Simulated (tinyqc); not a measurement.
From results back to parameters: optical gain and spontaneous emission in a bulk direct-gap semiconductor. Three cases, with inputs chosen for the exercise.

Problem. The gain spectrum crosses zero at E0 = Eg + Fc + Fv; n = p is hidden.

F_j(eta) = (1/Gamma(j + 1)) integral_0^infinity x^j dx/(1 + exp(x - eta)), which tends to exp(eta) for eta << 0.

Quasi-Fermi levels: n = Nc F_1/2(Fc/kT) and p = Nv F_1/2(Fv/kT), Fc counted up from the conduction edge and Fv down from the valence edge; Nc, Nv from N = 2 (m kB T/(4 pi c))^(3/2) with c = hbar^2/2m0, in 1/angstrom^3; times 1e24 for 1/cm^3, with me and (mhh^(3/2) + mlh^(3/2))^(2/3).

Constants: hbar^2/2m0 = 3.80998211 eV angstrom^2; kB = 8.617333262e-05 eV/K.

Case 1.

Values chosen (near those of InP; the results hold for these values, not for the real material):
- Eg = 1.335 eV (direct gap)
- me = 0.0794 m0 (electron mass)
- mhh = 0.609 m0 (heavy-hole mass)
- mlh = 0.0847 m0 (light-hole mass)
- T = 400 K

E0 = 1.44304 eV

Case 2.

Values chosen (near those of InGaAs; the results hold for these values, not for the real material):
- Eg = 0.76 eV (direct gap)
- me = 0.0403 m0 (electron mass)
- mhh = 0.461 m0 (heavy-hole mass)
- mlh = 0.0512 m0 (light-hole mass)
- T = 400 K

E0 = 0.87321 eV

Case 3.

Values chosen (near those of GaAs; the results hold for these values, not for the real material):
- Eg = 1.395 eV (direct gap)
- me = 0.0656 m0 (electron mass)
- mhh = 0.522 m0 (heavy-hole mass)
- mlh = 0.0785 m0 (light-hole mass)
- T = 300 K

E0 = 1.47329 eV

Find: Fc; Fv; n.

Solution. Fc + Fv rises steadily with n, so one n gives E0 - Eg; solve by bisection on ln n.

Case 1.

Fc = 0.145 eV
Fv = -0.037 eV
n = 6.0e+18 1/cm^3

Case 2.

Fc = 0.165 eV
Fv = -0.052 eV
n = 2.6e+18 1/cm^3

Case 3.

Fc = 0.108 eV
Fv = -0.029 eV
n = 2.9e+18 1/cm^3

Computed by tinyqc, one run a case: `OMP_NUM_THREADS=1 python tinyqc.py N N+1 out.jsonl` with N = 1651446, 1651520, 1651568; one thread of a shared Intel(R) Xeon(R) Processor @ 2.30GHz, about 0.1 s a run at most.
